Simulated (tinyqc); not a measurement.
# Inputs raised by 10 %, one at a time

Model: pressure-driven transition between two phases with analytic equations of state. Computed by tinyqc, a small Python program. Command: `OMP_NUM_THREADS=1 python tinyqc.py 3003139 3003140 out.jsonl transition sens`. One thread of a shared host (Intel(R) Xeon(R) Processor @ 2.30GHz), about 0.01 s of CPU time with the checks.

Each phase obeys E = E0 + (B0 V/B') [(V0/V)^B'/(B' - 1) + 1] - B0 V0/(B' - 1), P = (B0/B') [(V0/V)^B' - 1]; E0 = 0 for phase 1 and Delta E0 for phase 2. H = E + P V.

Inputs (values chosen for the exercise, for two model phases):

| quantity | value | unit |
|---|---|---|
| volume V0 of phase 1 | 11.4 | angstrom^3/atom |
| B0 of phase 1 | 51.4 | GPa |
| B' of phase 1 | 3.93 | - |
| volume V0 of phase 2 | 10.5 | angstrom^3/atom |
| B0 of phase 2 | 47.3 | GPa |
| B' of phase 2 | 4.11 | - |
| energy of phase 2 above phase 1, Delta E0 | 0.054 | eV/atom |
| entropy of phase 2 less phase 1, Delta S | 0.42 | k_B/atom |
| temperature T | 900 | K |

Equation of state: Murnaghan.

Constants: 1 eV/angstrom^3 = 160.2176634 GPa; k_B = 8.617333262e-05 eV/K.

Method. Start from P = Delta E0/(V0 of phase 1 - V0 of phase 2); at each P solve P(V) = P for both phases and step P(new) = P - (H_2 - H_1)/(V_2 - V_1); stop when |H_2 - H_1| < 1e-10 eV. At the zero-temperature transition the volume change is V_2/V_1 - 1 and the work is P (V_1 - V_2). At T the condition is H_2 - H_1 - T Delta S = 0, with Delta S constant and thermal expansion left out; the Clausius-Clapeyron slope is dP/dT = Delta S/(V_2 - V_1) at the zero-temperature point.

Runs:

| input moved | from | to | transition pressure (GPa) | volume change (%) | work P (V_1 - V_2) (eV/atom) | transition pressure at T (GPa) |
|---|---|---|---|---|---|---|
| base run | - | - | 9.838 | -8.592 | 0.052148 | 3.8333 |
| volume V0 of phase 1 (angstrom^3/atom) | 11.4 | 12.54 | 4.343 | -16.681 | 0.052716 | 1.6985 |
| B0 of phase 1 (GPa) | 51.4 | 56.54 | 9.197 | -9.460 | 0.054586 | 3.7061 |
| B' of phase 2 | 4.11 | 4.521 | 10.008 | -8.250 | 0.050840 | 3.8477 |
| energy of phase 2 above phase 1, Delta E0 (eV/atom) | 0.054 | 0.0594 | 10.861 | -8.617 | 0.057102 | 4.8110 |
| entropy of phase 2 less phase 1, Delta S (k_B/atom) | 0.42 | 0.462 | 9.838 | -8.592 | 0.052148 | 3.2464 |
| temperature T (K) | 900 | 990 | 9.838 | -8.592 | 0.052148 | 3.2464 |

Exponents ln(y'/y) / ln(x'/x):

| input | transition pressure | volume change | work P (V_1 - V_2) | transition pressure at T |
|---|---|---|---|---|
| volume V0 of phase 1 | -8.579 | 6.961 | 0.114 | -8.540 |
| B0 of phase 1 | -0.708 | 1.009 | 0.479 | -0.354 |
| B' of phase 2 | 0.179 | -0.426 | -0.266 | 0.039 |
| energy of phase 2 above phase 1, Delta E0 | 1.038 | 0.031 | 0.952 | 2.384 |
| entropy of phase 2 less phase 1, Delta S | 0.000 | 0.000 | 0.000 | -1.744 |
| temperature T | 0.000 | 0.000 | 0.000 | -1.744 |

Which inputs matter most for each result?

Among the inputs moved here: transition pressure answers most in size to volume V0 of phase 1 (exponent -8.579), next to energy of phase 2 above phase 1, Delta E0 (+1.038); its exponent is below 0.0005 for entropy of phase 2 less phase 1, Delta S, temperature T. Its exponent +1.038 in energy of phase 2 above phase 1, Delta E0: the rigid estimate Delta E0/Delta V. volume change answers most in size to volume V0 of phase 1 (exponent +6.961), next to B0 of phase 1 (+1.009); its exponent is below 0.0005 for entropy of phase 2 less phase 1, Delta S, temperature T. work P (V_1 - V_2) answers most in size to energy of phase 2 above phase 1, Delta E0 (exponent +0.952), next to B0 of phase 1 (+0.479); its exponent is below 0.0005 for entropy of phase 2 less phase 1, Delta S, temperature T. transition pressure at T answers most in size to volume V0 of phase 1 (exponent -8.540), next to energy of phase 2 above phase 1, Delta E0 (+2.384).

Caution (rows base run, B0 of phase 1, B' of phase 2, energy of phase 2 above phase 1, Delta E0, entropy of phase 2 less phase 1, Delta S, temperature T): the pressure is a large share of B0, where the result depends on the form of the equation of state. Caution (all rows): a constant Delta S holds only at high temperature; it vanishes as T goes to 0, so the shift counted from T = 0 is somewhat too large.
